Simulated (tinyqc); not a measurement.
Regular and subregular solution with a miscibility gap: one step, computed by the program tinyqc. Command: `OMP_NUM_THREADS=1 python tinyqc.py 3028959 3028960 out.jsonl regsol walk`. One thread of a shared host (Intel(R) Xeon(R) Processor @ 2.30GHz), about 0.02 s of CPU time with the checks.

Per mole of mixing sites: G(x) = x (1 - x) [L0 + L1 (1 - 2x)] + R T [x ln x + (1 - x) ln(1 - x)], x the fraction of B.

Problem. Fastest-growing wave. G' = L0 (1 - 2x) + L1 (1 - 6x + 6x^2) + R T ln[x/(1 - x)]; G'' = -2 L0 - 6 L1 (1 - 2x) + R T/[x (1 - x)]. Linear Cahn-Hilliard theory, coherency strain left out, with energy density G/V_m + kappa (grad x)^2: the rate goes as -k^2 (G''/V_m + 2 kappa k^2), so k_c^2 = -G''/(2 kappa V_m), the fastest wave has k_m = k_c/sqrt(2) and length 2 pi/k_m.

Inputs (values chosen for the exercise, for a model alloy):
```
quantity,value,unit
asymmetry L1,0,kJ/mol
temperature T,700,K
overall fraction x0,0.42,-
molar volume V_m,18.9,cm^3/mol
gradient coefficient kappa,6.4e-10,J/m
```

L0 = 14.9 kJ/mol

Constants: R = 8.314462618 J/(mol K).

Give: G''(x0); k_c; fastest wavelength.

Solution.

G''(x0) = -5.908 kJ/mol

k_c = 0.4942 1/nm

fastest wavelength = 17.98 nm
